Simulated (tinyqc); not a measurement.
Read current of a NAND string, cells in series solved by shooting: one step of the calculation.

Cells in series, numbered from 0 at the source line (0 V) to the bit line, each followed by a gap resistance Rg. A cell with gate Vg, threshold VT, source Vs and drain Vd passes I = 2 nf K Vt^2 [F(Vs) - F(Vd)]/(1 + th max(Vg - VT, 0)), F(V) = ln^2(1 + exp((Vg - VT - nf V)/(2 nf Vt))). The selected cell has Vg = Vr, the others Vg = Vp.

Problem. Node voltages for a trial current. For a trial current I start at 0 V and, cell by cell (the selected one is cell 1), solve for the drain: sqrt(F(Vd)) = sqrt(F(Vs) - I/k), k = 2 nf K Vt^2/(1 + th max(Vg - VT, 0)), Vd = [Vg - VT - 2 nf Vt ln(exp(sqrt F) - 1)]/nf, then add I Rg.

Parameters, values chosen for the exercise; values of the order met in vertical NAND strings:

| symbol | value | unit | meaning |
|---|---|---|---|
| T | 300 | K | temperature |
| K | 4.2 | uA/V^2 | gain factor of a cell |
| nf | 1.3 |  | slope factor |
| th | 0.08 | 1/V | mobility reduction factor |
| Rg | 3.6 | kohm | resistance of the gap between cells |
| Vbl | 0.4 | V | bit-line voltage |
| Vp | 6.2 | V | pass voltage |
| Vr | 1.93 | V | read voltage on the selected word line |

Constants: q = 1.602176634e-19 C, kB = 1.380649e-23 J/K, Vt = kB T/q. Results are converted to the units shown.

first trial current = 0.48 uA
thresholds from the source end, cell 0 to 3 (V): [3.2, 0.7, 3.2, -1.2]

Find: node voltage after each cell and gap, trial 1.

Solution.

node voltage after each cell and gap, trial 1, cell 0 to 3 (V): [0.04946, 0.1663, 0.2195, 0.2469]

Numbers from tinyqc (`OMP_NUM_THREADS=1 python tinyqc.py 2142265 2142266 out.jsonl`; about 0.8 s on one thread of a shared Intel Xeon 2.30GHz).
